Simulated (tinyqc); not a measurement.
From results back to parameters: band folding and unfolding in a supercell of a chain. Four cases, with inputs chosen for the exercise.

Problem. A chain with hopping -t and site energies alternating +V, -V has E = -/+ sqrt(V^2 + 4 t^2 cos^2(ka)); the lower state has weight (1 + 2t cos(ka)/|E|)/2 on k and the rest on k + pi/a. The gap at ka = pi/2 and the full spread at k = 0 come from hidden t and V.

Find: V, t; weight of the lowest state on k = 0.

Method. The gap is 2V and the spread 2 sqrt(V^2 + 4t^2).

Case 1.

values (eV): gap 1.88000, spread at k = 0 6.90101

Solution.

V, t (eV): 0.940  1.660

weight of the lowest state on k = 0 = 0.9811

Case 2.

values (eV): gap 2.14000, spread at k = 0 3.94994

Solution.

V, t (eV): 1.070  0.830

weight of the lowest state on k = 0 = 0.9203

Case 3.

values (eV): gap 1.24000, spread at k = 0 7.10898

Solution.

V, t (eV): 0.620  1.750

weight of the lowest state on k = 0 = 0.9923

Case 4.

values (eV): gap 1.94000, spread at k = 0 3.27616

Solution.

V, t (eV): 0.970  0.660

weight of the lowest state on k = 0 = 0.9029

Computed by tinyqc, one run a case: `OMP_NUM_THREADS=1 python tinyqc.py N N+1 out.jsonl` with N = 1452028, 1452174, 1452185, 1452276; one thread of a shared Intel(R) Xeon(R) Processor @ 2.30GHz, about 0.01 s a run at most.
